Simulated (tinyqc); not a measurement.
Hubbard ring of 5 sites, step by step. Computed by tinyqc, a small Python program that keeps every step. Settings: hopping = 1.35, U = 10.4, mixing = 1, iteration cap = 82. Command: `OMP_NUM_THREADS=1 python tinyqc.py 29407 29408 out.jsonl` (the two numbers bound the seeds that draw the settings). One thread of a shared host (Intel(R) Xeon(R) Processor @ 2.60GHz), about 0.2 s of CPU time with the checks.

one-body matrix (hopping and site energies) (eV), lower triangle:
```
           1          2          3          4          5
1  -0.400000
2  -1.350000  -0.890000
3   0.000000  -1.350000   0.280000
4   0.000000   0.000000  -1.350000   0.790000
5  -1.350000   0.000000   0.000000  -1.350000  -0.620000
```

U = 10.400000 eV

electrons, up and down: 3  2

n(up) at the start (a guess, not normalised): 1 0.650000, 2 0.550000, 3 0.650000, 4 0.550000, 5 0.650000

n(down) at the start (a guess): 1 0.350000, 2 0.450000, 3 0.350000, 4 0.450000, 5 0.350000

Each step fills the lowest levels of T + U n(other spin) and sets n(new) = n + mixing (n(out) - n); stop when output and input agree to 1e-8.

Course of the cycle:
```
iteration      E (eV)  largest |n(out) - n(in)|  mean |n_up - n_down|
1          3.31558134                  3.43e-01              0.303896
2          3.51668587                  4.98e-01              0.546312
3          4.30447760                  7.47e-01              0.572541
4          7.77113963                  9.13e-01              0.568621
5          5.87992872                  9.44e-01              0.571580
6          8.19953752                  9.46e-01              0.571765
7          5.91472141                  9.47e-01              0.572025
8          8.20467060                  9.47e-01              0.571824
9          5.91512958                  9.47e-01              0.572032
10         8.20473264                  9.47e-01              0.571825
11         5.91513469                  9.47e-01              0.572032
...               ...                       ...                   ...
72         8.20473344                  9.47e-01              0.571825
73         5.91513476                  9.47e-01              0.572032
74         8.20473344                  9.47e-01              0.571825
75         5.91513476                  9.47e-01              0.572032
76         8.20473344                  9.47e-01              0.571825
77         5.91513476                  9.47e-01              0.572032
78         8.20473344                  9.47e-01              0.571825
79         5.91513476                  9.47e-01              0.572032
80         8.20473344                  9.47e-01              0.571825
81         5.91513476                  9.47e-01              0.572032
82         8.20473344                  9.47e-01              0.571825
```

Can the last value be used, and what does the course show?

Not by the stop rule. Not converged within 82 iterations: the residual has stopped falling: the iteration swings between two states. The lowest mean-field energy found from random starts is -2.24917 eV. Reruns (cap 100 unless said): mixing 0.2: converged in 97 to a higher stationary point (E = -2.24738); mixing 0.5: converged in 34 to a higher stationary point (E = -2.24738); mixing 0.9: not converged; the original settings with a cap of 400: not converged.
